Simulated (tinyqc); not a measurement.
Inside a calculation: k.p theory built from an empirical-pseudopotential calculation at Gamma. Values are carried at full precision from step to step, so a last printed digit may differ when a step is redone from the rounded ones.

Empirical pseudopotential on the fcc lattice, atoms at +/- tau, tau = a (1,1,1)/8, no spin-orbit coupling. H(G,G') = c (2 pi/a)^2 |k + G|^2 delta + VS(q) cos(q.tau) + i VA(q) sin(q.tau), q = G - G', c = hbar^2/2m0; k and G in units of 2 pi/a; VS at |q|^2 = 3, 8, 11 and VA at 3, 4, 11, in rydberg, zero elsewhere. The basis is fixed: all 65 G with |G|^2 up to Gcut. Energies are counted from the fourth level at Gamma.

Constants: hbar^2/2m0 = 3.80998211 eV angstrom^2; Ry = 13.60569312 eV.

Parameters, chosen for this exercise (near those of Si; the results hold for these values, not for the real material): a = 5.414 angstrom (lattice constant); VS = (-0.208, 0.039, 0.081) Ry (symmetric form factors); VA = (0, 0, 0) Ry (antisymmetric form factors); Gcut = 16 (2 pi/a)^2 (largest |G|^2 of the fixed basis).

## Levels at Gamma

Diagonalise H at k = 0 and group equal levels.

Multiplets at Gamma:

| multiplet | degeneracy | E (eV) |
|---|---|---|
| 1 | 1 | -12.8369 |
| 2 | 3 | 0.0000 |
| 3 | 3 | 3.3450 |
| 4 | 1 | 3.9459 |
| 5 | 1 | 7.3382 |
| 6 | 2 | 7.9306 |
| 7 | 3 | 12.3072 |
| 8 | 1 | 14.0567 |
| 9 | 3 | 27.7748 |

The lowest empty multiplet is a triplet at 3.345 eV; the lowest empty singlet (s-like) is multiplet 4.

## Mass of the s-like conduction level (multiplet 4)

For a multiplet A of d_A states, W(B) = (4 c/(3 d_A)) sum over n in A, m in B and i = x, y, z of |<n|G_i|m>|^2 (G in 1/angstrom, <n|G_i|m> = sum_G c_n(G)* G_i c_m(G)); the mean inverse mass of A is 1 + sum_B W(B)/(E_A - E_B). Multiplets with W = 0 are left out.

List the couplings (the first eight at most); W to the valence triplet is the Kane energy Ep.

Couplings:

| multiplet B | degeneracy | E_B (eV) | W (eV) | W/(E_A - E_B) |
|---|---|---|---|---|
| 2 | 3 | 0.0000 | 21.4147 | 5.4270 |
| 7 | 3 | 12.3072 | 0.0179 | -0.0021 |
| 11 | 3 | 29.2597 | 0.4873 | -0.0193 |
| 20 | 3 | 46.1994 | 0.1383 | -0.0033 |
| 22 | 3 | 46.9230 | 0.0366 | -0.0009 |
| 25 | 3 | 52.4584 | 0.0255 | -0.0005 |

sum over the higher multiplets = 0
1/m = 6.4010

Ep = 21.41 eV. The valence triplet gives 5.43, all other levels together -0.03; m = 0.1562, against 0.1556 for two levels alone.

## Valence parameters

Fold all other levels onto the valence triplet: D(u) = c + 4 c^2 sum_m <n|u.G|m><m|u.G|n'>/(0 - E_m), in units of c. Along [100] its eigenvalues are L (once) and M (twice); along [111] (L + 2M + 2N)/3 (once) and (L + 2M - N)/3 (twice). Then g1 = -(L + 2M)/3, g2 = -(L - M)/6, g3 = -N/6.

eigenvalues along [100]: -6.208  -3.690  -3.690

eigenvalues along [111]: -10.650  -1.470  -1.470

L, M, N: -6.208  -3.690  -9.180

g1, g2, g3: 4.530  0.420  1.530

With spin-orbit coupling added at fixed g1, g2, g3 and large against the hole energy these give heavy and light masses along [100] of 0.271 and 0.186. The s-like level alone adds Ep/(3E) = 1.81 to g1. Local form factors fix Ep and the gap only roughly, so these values can lie far from measured ones.

## Checks

- 1/m of the s-like level from the sum against the curvature of the band: both 6.401.
- L and M against the curvatures along [100]: largest relative difference 3.6e-07.

tinyqc: `OMP_NUM_THREADS=1 python tinyqc.py 1080644 1080645 out.jsonl`; about 0.3 s, one thread, shared Intel(R) Xeon(R) Processor @ 2.30GHz.
